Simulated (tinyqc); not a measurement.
Tight binding, kagome lattice, step by step. One step of it, computed by the program tinyqc.

Task: Levels at K. Diagonalise the Hermitian matrix.

H(k) at K (eV), order A, B, C:
$$\begin{pmatrix}
0.000000 & -0.035000+1.602147i & -0.035000-1.602147i \\
-0.035000-1.602147i & 0.000000 & -0.035000+1.602147i \\
-0.035000+1.602147i & -0.035000-1.602147i & -0.920000
\end{pmatrix}$$

Give: eigenvalues; weights |c|^2 of the basis functions.

Result:

eigenvalues (eV): [-3.1021, -0.3670, 2.5490]

weights |c|^2 of the basis functions, order A, B, C:
$$\begin{pmatrix}
0.2718 & 0.3474 & 0.3808 \\
0.2718 & 0.3474 & 0.3808 \\
0.4564 & 0.3051 & 0.2385
\end{pmatrix}$$
